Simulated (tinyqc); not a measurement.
## Thickness from two neighbouring fringes

Inverse problem. At normal incidence a transparent film with an index between those of air and substrate, taken as constant, has reflectance minima at 2 n1 d = (m + 1/2) lam (small phase shifts at the substrate neglected). Find d and the order m of the shorter wavelength.

Parameters, values chosen for the exercise: index of the transparent film n1 = 1.672.

wavelengths of two neighbouring reflectance minima (nm): [477, 613.28571]

Solution. Neighbouring orders differ by one: 2 n1 d (1/lam1 - 1/lam2) = 1.

d = 641.9 nm
m = 4

Numbers from tinyqc (`OMP_NUM_THREADS=1 python tinyqc.py 2870120 2870121 out.jsonl`; about 0.01 s on one thread of a shared Intel Xeon 2.30GHz).
